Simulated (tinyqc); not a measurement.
Optical gain and spontaneous emission in a bulk direct-gap semiconductor: sweeps and comparisons. A value that a table varies takes the place of the one given here.

Parabolic bands, vertical transitions, no excitons. For each hole band j: mr = me mj/(me + mj); joint density of states J_j(E) = (mr/c)^(3/2) sqrt(E - Eg)/(2 pi^2), both spins, c = hbar^2/2m0; averaged matrix element |e.p|^2 = m0 Ep/6; alpha_j(E) = 4 pi^2 alpha_f c Ep J_j/(3 nr E) in 1/angstrom (alpha_f the fine-structure constant, listed as alpha among the constants), times 1e8 for 1/cm.

F_j(eta) = (1/Gamma(j + 1)) integral_0^infinity x^j dx/(1 + exp(x - eta)), which tends to exp(eta) for eta << 0.

Quasi-Fermi levels: n = Nc F_1/2(Fc/kT) and p = Nv F_1/2(Fv/kT), Fc counted up from the conduction edge and Fv down from the valence edge; Nc, Nv from N = 2 (m kB T/(4 pi c))^(3/2) with c = hbar^2/2m0, in 1/angstrom^3; times 1e24 for 1/cm^3, with me and (mhh^(3/2) + mlh^(3/2))^(2/3).

For band j the electron sits at Ee = (E - Eg) mr/me above its edge and the hole at Eh = (E - Eg) mr/mj; fe = 1/(1 + exp((Ee - Fc)/kT)), fh = 1/(1 + exp((Eh - Fv)/kT)); gain g = sum_j alpha_j (fe + fh - 1).

Spontaneous rate: R = integral of (nr E/(hbar c))^2/(pi^2 hbar) sum_j alpha_j fe fh dE, with alpha in 1/cm and (nr E/(hbar c))^2 in 1/cm^2 (1e16 per 1/angstrom^2); B = R/(n p); lifetime n/R.

Constants: hbar^2/2m0 = 3.80998211 eV angstrom^2; fine-structure constant alpha = 0.007297352564; kB = 8.617333262e-05 eV/K; hbar = 6.58211957e-16 eV s; hbar c = 1973.269805 eV angstrom.

Parameters, chosen for this exercise (near those of InGaAs; shifted at random, so the results belong to these values and not to a real crystal):
- Eg = 0.74 eV (direct gap)
- me = 0.0418 m0 (electron mass)
- mhh = 0.443 m0 (heavy-hole mass)
- mlh = 0.0526 m0 (light-hole mass)
- Ep = 22.3 eV (Kane energy)
- nr = 3.53 (refractive index)
- T = 250 K
- n = 1.8e+18 1/cm^3 (injected density, n = p)

## Peak gain against injection

The peak is the largest g over E; a dash marks no gain.

Gain:

| n (1/cm^3) | Fc (eV) | Fv (eV) | peak gain (1/cm) | peak E - Eg (eV) | B (cm^3/s) |
|---|---|---|---|---|---|
| 2.7e+17 | 0.0232 | -0.0659 | - | - | 1.74e-10 |
| 4.4e+17 | 0.0412 | -0.0552 | - | - | 1.64e-10 |
| 6.3e+17 | 0.0571 | -0.0472 | 32 | 0.0034 | 1.54e-10 |
| 7.6e+17 | 0.0666 | -0.0430 | 113 | 0.0086 | 1.49e-10 |
| 9.8e+17 | 0.0811 | -0.0373 | 270 | 0.0171 | 1.41e-10 |
| 1.3e+18 | 0.0999 | -0.0308 | 495 | 0.0284 | 1.31e-10 |
| 1.6e+18 | 0.1159 | -0.0259 | 691 | 0.0381 | 1.24e-10 |
| 2.2e+18 | 0.1449 | -0.0183 | 1037 | 0.0545 | 1.12e-10 |

transparency density (Fc + Fv = 0) = 5.46e+17 1/cm^3

Gain starts at 5.46e+17 1/cm^3, where Fc = -Fv = 0.0504 eV: with Nv/Nc = 36 the electrons must be degenerate before the holes are. The slope of peak gain against n is 6.24e-16 cm^2 between the first two rows with gain and 5.78e-16 between the last two; the peak moves from 0.0034 to 0.0545 eV above the gap as the bands fill, and B falls by a factor 1.55. Line broadening and gap shrinkage are left out.

## Gain spectrum

At the density n.

Spectrum:

| E - Eg (eV) | alpha, empty (1/cm) | fe, heavy | fh, heavy | g (1/cm) |
|---|---|---|---|---|
| 0.005 | 1647 | 0.996 | 0.251 | 400 |
| 0.010 | 2313 | 0.996 | 0.247 | 541 |
| 0.020 | 3229 | 0.993 | 0.240 | 698 |
| 0.030 | 3903 | 0.990 | 0.233 | 777 |
| 0.045 | 4689 | 0.981 | 0.222 | 812 |
| 0.060 | 5312 | 0.965 | 0.212 | 768 |
| 0.080 | 5985 | 0.921 | 0.199 | 563 |
| 0.100 | 6532 | 0.833 | 0.187 | 97 |
| 0.130 | 7190 | 0.583 | 0.169 | -1335 |
| 0.170 | 7861 | 0.204 | 0.148 | -3909 |
| 0.220 | 8477 | 0.030 | 0.124 | -6108 |

Fc + Fv = 0.1029 eV

g is positive below E - Eg = 0.1029 eV; the largest value listed is 812 1/cm at 0.045 eV. At 0.220 eV above the gap g is -0.72 times the absorption of the empty crystal, whose limit is -1.

## Transparency density and B against temperature

Eg is held fixed; B is taken at n = 1e15 1/cm^3.

Results:

| T (K) | transparency density (1/cm^3) | Fc/kT there | B (cm^3/s) |
|---|---|---|---|
| 100 | 1.38e+17 | 2.340 | 7.44e-10 |
| 150 | 2.54e+17 | 2.340 | 4.09e-10 |
| 200 | 3.91e+17 | 2.340 | 2.68e-10 |
| 250 | 5.46e+17 | 2.340 | 1.93e-10 |
| 300 | 7.18e+17 | 2.340 | 1.48e-10 |
| 350 | 9.04e+17 | 2.340 | 1.19e-10 |
| 400 | 1.10e+18 | 2.340 | 9.80e-11 |
| 500 | 1.54e+18 | 2.340 | 7.13e-11 |

Fc/kT at transparency stays at 2.340, since it depends on Nv/Nc alone, so the density goes as T^1.50. B goes as T^-1.46, against T^-1.5 for non-degenerate carriers: hot carriers spread over k and fewer pairs share a wave vector.

## What moves transparency and gain

Transparency is Fc + Fv = 0; the peak is the largest g over E at the density n (0 if none). Each row changes one parameter from the base and keeps the others.

Results:

| case | transparency density (1/cm^3) | Fc + Fv (eV) | peak gain (1/cm) |
|---|---|---|---|
| base | 5.46e+17 | 0.1029 | 813 |
| me = 0.0481 m0 | 6.28e+17 | 0.0854 | 866 |
| mhh = 0.266 m0 | 4.25e+17 | 0.1208 | 1386 |
| Ep = 24.5 eV | 5.46e+17 | 0.1029 | 893 |
| T = 290 K | 6.82e+17 | 0.0919 | 630 |
| n = 2.34e+18 1/cm^3 | 5.46e+17 | 0.1344 | 1111 |
| nr = 3.71 | 5.46e+17 | 0.1029 | 773 |

The largest shifts from the base row, up to three for each result and ties (the steps differ in size, so this ranks the rows, not the parameters). transparency density (1/cm^3): T +1.36e+17, mhh -1.20e+17, me +8.20e+16; unchanged at the printed digits by Ep, n and nr. Fc + Fv (eV): n +0.0316, mhh +0.0180, me -0.0174; unchanged at the printed digits by Ep and nr. peak gain (1/cm): mhh +573, n +298, T -183.

Program tinyqc; command `OMP_NUM_THREADS=1 python tinyqc.py 1682590 1682591 out.jsonl`; about 0.08 s on one thread of a shared Intel(R) Xeon(R) Processor @ 2.30GHz.
